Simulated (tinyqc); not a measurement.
Grain-boundary trapping model (Seto) of a polycrystalline semiconductor film: one step, computed by the program tinyqc. Command: `OMP_NUM_THREADS=1 python tinyqc.py 3015088 3015089 out.jsonl poly walk`. One thread of a shared host (Intel(R) Xeon(R) Processor @ 2.30GHz), about 0.01 s of CPU time with the checks.

Grains of equal size L are joined by thin boundaries with one trap level. Trapped carriers deplete a width W on each side and raise a barrier, crossed by thermionic emission. Dopants are fully ionised, statistics are non-degenerate and mu_g does not depend on T.

Question. Activation energy. N_c(T) = N_c (T/300 K)^(3/2). Filled traps Q = Q_t/(1 + (1/2) exp((E_t* - E_F)/k_B T)), where E_t* = e V_B - E_t and E_F are counted from the band edge at the grain centre. Partial depletion: Q = 2 N W, V_B = e N W^2/(2 eps eps_0), E_F = k_B T ln(N/N_c); solve for W. If that W would exceed L/2 the grain is fully depleted: W = L/2, Q = N L, and E_F follows from the trap equation. Centre density n_0 = N_c exp(E_F/k_B T). Boundary: sigma_b = L e^2 n_0 exp(-e V_B/k_B T)/sqrt(2 pi m k_B T); drift through the grain, depleted parts included: rho_g = [(1 - 2W/L) + (2W/L) int_0^1 exp(y^2 s^2) ds]/(e n_0 mu_g); rho = 1/sigma_b + rho_g. Mean carrier density n_av = n_0 [(1 - 2W/L) + (2W/L) (sqrt(pi)/2) erf(y)/y], y = sqrt(e V_B/k_B T); effective mobility 1/(e n_av rho). E_a = d ln(rho)/d(1/k_B T) from T - 5 K and T + 5 K; temperature coefficient d ln(rho)/dT.

Inputs (values chosen for the exercise, modelled on polycrystalline silicon): permittivity eps = 11.7; effective mass m = 0.3 m_0; effective density of states at 300 K, N_c = 2.8e+19 1/cm^3; grain size L = 42 nm; trap density Q_t = 6.7e+11 1/cm^2; trap level E_t below the band edge = 0.43 eV; doping N = 1.6e+16 1/cm^3; mobility inside the grains mu_g = 180 cm^2/(V s); temperature T = 350 K.

Grain interior: resistance included.

Constants: k_B = 8.617333262e-05 eV/K; e = 1.602176634e-19 C; eps_0 = 8.8541878128e-12 F/m; m_0 = 9.1093837015e-31 kg; k_B = 1.380649e-23 J/K.

Give: activation energy E_a; temperature coefficient.

Answer.

activation energy E_a = 0.4692 eV

temperature coefficient = -4.446 %/K
